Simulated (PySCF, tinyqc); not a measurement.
Inside a calculation. Method: MP2 on RHF in the sto-3g basis, for H4, spin multiplicity 1. The lowest restricted solution is unstable here: a spin-polarised one lies 0.1220 hartree lower (PySCF). Computed by tinyqc, a small Python program that keeps every step (integrals from PySCF). Settings: charge = 0, multiplicity = 1, basis = sto-3g, method = RHF, energy threshold = 1e-10, iteration cap = 66, orthogonalisation = symmetric, start = Wolfsberg-Helmholz matrix, DIIS depth = 6. Command: `OMP_NUM_THREADS=1 python tinyqc.py 20843 20844 out.jsonl` (the two numbers bound the seeds that draw the settings). One thread of a shared host (Intel(R) Xeon(R) Processor @ 2.60GHz), about 0.07 s of CPU time with the checks. The early iterations of the SCF are left out here.

## One-electron integrals

Geometry (angstrom):
```
atom         x         y         z
H     0.000000  0.000000  0.000000
H     0.000000  0.000000  1.220000
H     0.000000  1.177000  0.000000
H     0.000000  1.177000  1.220000
```

Basis sto-3g: exponents (1/bohr^2) and contraction coefficients of normalised primitives:
```
element  l (shell)  exponent  coefficient
H            s (1)  3.425251     0.154329
H            s (1)  0.623914     0.535328
H            s (1)  0.168855     0.444635
```

Overlap, kinetic and nuclear-attraction integrals over the contracted functions; the nuclear repulsion is the sum of Za Zb / Rab.

nuclear repulsion = 2.39102165 hartree

overlap S, order 1H 1s, 2H 1s, 3H 1s, 4H 1s:
```
[[1.000000, 0.377069, 0.398718, 0.192681],
 [0.377069, 1.000000, 0.192681, 0.398718],
 [0.398718, 0.192681, 1.000000, 0.377069],
 [0.192681, 0.398718, 0.377069, 1.000000]]
```

kinetic energy T (hartree), order 1H 1s, 2H 1s, 3H 1s, 4H 1s:
```
[[0.760032, 0.048550, 0.058083, -0.002440],
 [0.048550, 0.760032, -0.002440, 0.058083],
 [0.058083, -0.002440, 0.760032, 0.048550],
 [-0.002440, 0.058083, 0.048550, 0.760032]]
```

nuclear attraction V (hartree), order 1H 1s, 2H 1s, 3H 1s, 4H 1s:
```
[[-2.409141, -0.840589, -0.893598, -0.434978],
 [-0.840589, -2.409141, -0.434978, -0.893598],
 [-0.893598, -0.434978, -2.409141, -0.840589],
 [-0.434978, -0.893598, -0.840589, -2.409141]]
```

core Hamiltonian H = T + V (hartree), order 1H 1s, 2H 1s, 3H 1s, 4H 1s:
```
[[-1.649109, -0.792039, -0.835515, -0.437418],
 [-0.792039, -1.649109, -0.437418, -0.835515],
 [-0.835515, -0.437418, -1.649109, -0.792039],
 [-0.437418, -0.835515, -0.792039, -1.649109]]
```

## Two-electron integrals

Functions are numbered as in S; the eight-fold symmetry (ij|kl) = (ji|kl) = (kl|ij) leaves the list below.

Two-electron integrals (ij|kl) in chemists' order, unique and non-zero (hartree):
```
(11|11) 0.774606   (21|11) 0.219583   (21|21) 0.086184   (22|11) 0.412410
(22|21) 0.219583   (22|22) 0.774606   (31|11) 0.235251   (31|21) 0.072816
(31|22) 0.147876   (31|31) 0.097392   (32|11) 0.091861   (32|21) 0.037272
(32|22) 0.097855   (32|31) 0.039304   (32|32) 0.020224   (33|11) 0.424282
(33|21) 0.142181   (33|22) 0.308995   (33|31) 0.235251   (33|32) 0.097855
(33|33) 0.774606   (41|11) 0.097855   (41|21) 0.037272   (41|22) 0.091861
(41|31) 0.039304   (41|32) 0.019917   (41|33) 0.091861   (41|41) 0.020224
(42|11) 0.147876   (42|21) 0.072816   (42|22) 0.235251   (42|31) 0.061565
(42|32) 0.039304   (42|33) 0.147876   (42|41) 0.039304   (42|42) 0.097392
(43|11) 0.142181   (43|21) 0.056160   (43|22) 0.142181   (43|31) 0.072816
(43|32) 0.037272   (43|33) 0.219583   (43|41) 0.037272   (43|42) 0.072816
(43|43) 0.086184   (44|11) 0.308995   (44|21) 0.142181   (44|22) 0.424282
(44|31) 0.147876   (44|32) 0.091861   (44|33) 0.412410   (44|41) 0.097855
(44|42) 0.235251   (44|43) 0.219583   (44|44) 0.774606
```

## Orthogonalisation

S = U s U^T; symmetric (Loewdin) form X = U s^(-1/2) U^T, so that X^T S X = 1.

eigenvalues of S: [0.416894, 0.785669, 0.828968, 1.968469]

X, order 1H 1s, 2H 1s, 3H 1s, 4H 1s:
```
[[1.122007, -0.201541, -0.216471, 0.008752],
 [-0.201541, 1.122007, 0.008752, -0.216471],
 [-0.216471, 0.008752, 1.122007, -0.201541],
 [0.008752, -0.216471, -0.201541, 1.122007]]
```

## Iteration 2 (converged): orbitals

converged F (hartree), order 1H 1s, 2H 1s, 3H 1s, 4H 1s:
```
[[-0.234344, -0.270800, -0.431712, -0.216692],
 [-0.270800, -0.234344, -0.216692, -0.431712],
 [-0.431712, -0.216692, -0.234344, -0.270800],
 [-0.216692, -0.431712, -0.270800, -0.234344]]
```

Diagonalise F' = X^T F X, C = X C', fill 2 alpha and 2 beta electrons from the bottom; D = 2 C_occ C_occ^T. Each column has its largest component positive (the first on a tie).

F' = X^T F X (hartree):
```
[[-0.003966, -0.197870, -0.396743, 0.012566],
 [-0.197870, -0.003966, 0.012566, -0.396743],
 [-0.396743, 0.012566, -0.003966, -0.197870],
 [0.012566, -0.396743, -0.197870, -0.003966]]
```

orbital energies (hartree): [-0.586013, -0.215406, 0.182342, 0.603213]

coefficients C, order 1H 1s, 2H 1s, 3H 1s, 4H 1s:
```
[[0.356374, 0.549163, 0.564092, 0.774386],
 [0.356374, -0.549163, 0.564092, -0.774386],
 [0.356374, 0.549163, -0.564092, -0.774386],
 [0.356374, -0.549163, -0.564092, 0.774386]]
```

D after iteration 2, order 1H 1s, 2H 1s, 3H 1s, 4H 1s:
```
[[0.857164, -0.349155, 0.857164, -0.349155],
 [-0.349155, 0.857164, -0.349155, 0.857164],
 [0.857164, -0.349155, 0.857164, -0.349155],
 [-0.349155, 0.857164, -0.349155, 0.857164]]
```

## Convergence

Stop when the energy changes by less than 1e-10 hartree and every element of the error matrix X^T (F D S - S D F) X is below 3e-06.

Course of the cycle:
```
iteration  E (hartree)     change  largest element of the error matrix
1          -1.81131750          -                             1.97e-15
2          -1.81131750  -8.88e-16                             1.16e-15
```

PySCF RHF in the same basis = -1.81131750 hartree

Converged in 2 iterations.

## Integrals over molecular orbitals

(pq|rs) = sum C_ip C_jq C_kr C_ls (ij|kl), one index at a time.

one-electron integrals over orbitals h = C^T H C (hartree):
```
[[-1.886787, 0.000000, 0.000000, 0.000000],
 [0.000000, -1.514134, 0.000000, 0.000000],
 [0.000000, 0.000000, -1.486904, 0.000000],
 [0.000000, 0.000000, 0.000000, -1.100935]]
```

Two-electron integrals over orbitals (pq|rs), unique and non-zero (hartree):
```
(11|11) 0.486258   (21|21) 0.137676   (22|11) 0.476096   (22|22) 0.484212
(31|31) 0.133101   (32|32) 0.085811   (33|11) 0.475151   (33|22) 0.468928
(33|33) 0.483001   (41|32) 0.084222   (41|41) 0.082709   (42|31) 0.134626
(42|42) 0.147702   (43|21) 0.138777   (43|43) 0.152376   (44|11) 0.479596
(44|22) 0.487684   (44|33) 0.487652   (44|44) 0.506892
```

## Second-order Moller-Plesset energy

Hartree-Fock energy = -1.81131750 hartree

E2 = sum_ijab (ia|jb) [2 (ia|jb) - (ib|ja)] / (e_i + e_j - e_a - e_b) over occupied i, j and virtual a, b; the opposite-spin part is (ia|jb)^2 / denominator, the rest is same-spin, and SCS-MP2 scales them by 6/5 and 1/3.

Terms:
```
i  j  a  b   (ia|jb)   (ib|ja)  denominator       term
1  2  3  4  0.134626  0.084222    -1.586973  -0.015696
2  1  4  3  0.134626  0.084222    -1.586973  -0.015696
2  2  4  4  0.147702  0.147702    -1.637237  -0.013325
1  1  3  3  0.133101  0.133101    -1.536708  -0.011528
2  2  3  3  0.085811  0.085811    -0.795494  -0.009256
1  1  4  4  0.082709  0.082709    -2.378451  -0.002876
2  1  3  4  0.084222  0.134626    -1.586973  -0.001795
1  2  4  3  0.084222  0.134626    -1.586973  -0.001795
```

Pair energies (hartree; pair i-j sums ij and ji):
```
pair  opposite spin  same spin
1-1       -0.014405   0.000000
2-1       -0.031781  -0.003202
2-2       -0.022581   0.000000
```

MP2 correlation energy = -0.07196839 hartree

SCS-MP2 correlation energy = -0.08358722 hartree

MP2 total energy = -1.88328589 hartree
